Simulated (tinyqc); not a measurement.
Long-channel MOSFET, surface-potential model: one step of the calculation.

n-channel transistor on a uniformly doped p-type body, gradual-channel approximation, constant mobility, Boltzmann statistics, full ionisation. Potentials are counted from the neutral body; V is the electron quasi-Fermi potential, Vsb at the source and Vsb + Vds at the drain. Charges are magnitudes per area.

Problem. Charges and current of the charge-sheet model. psi_0 and psi_L solve Vgs + Vsb - Vfb - psi = gamma sqrt(G) at V = Vsb and Vsb + Vds. Qi = Cox gamma [sqrt(G) - sqrt(psi - Vt)], G = psi - Vt + Vt exp((psi - 2 phiF - V)/Vt), at both ends. With U = Vgs + Vsb - Vfb: drift = mu (W/L) Cox [U (psi_L - psi_0) - (psi_L^2 - psi_0^2)/2 - (2/3) gamma ((psi_L - Vt)^1.5 - (psi_0 - Vt)^1.5)]; diffusion = mu (W/L) Vt (Qi0 - QiL).

Inputs (values chosen for the exercise); material values close to those of gallium nitride:

| symbol | value | unit | meaning |
|---|---|---|---|
| T | 293 | K | temperature |
| Vfb | -1.89 | V | flat-band voltage |
| mu | 500 | cm^2/(V s) | channel mobility |
| W | 5 | um | gate width |
| L | 2 | um | gate length |
| Vsb | 0 | V | source-body reverse bias |
| Vgs | 2.58 | V | gate-source voltage |
| Vds | 2 | V | drain-source voltage |

Constants: q = 1.602176634e-19 C, kB = 1.380649e-23 J/K, Vt = kB T/q. Results are converted to the units shown.

psi_0 = 3.2002152 V
psi_L = 3.2016143 V
phiF = 1.6139858 V
Cox = 0.37925438 uF/cm^2
gamma = 0.71168219 V^0.5

Wanted: Qi0; QiL; drift current; diffusion current; drain current.

Solution.

Qi0 = 0.6366 nC/cm^2
QiL = 2.672e-35 nC/cm^2
drift current = 5.566e-4 uA
diffusion current = 0.02009 uA
drain current = 0.02065 uA

Drift carries 2.70 % of the current. The drain end is pinched off: its charge is under 1 % of that at the source.

tinyqc, about 0.06 s, one thread, Intel Xeon 2.30GHz (shared host): `OMP_NUM_THREADS=1 python tinyqc.py 2360154 2360155 out.jsonl`
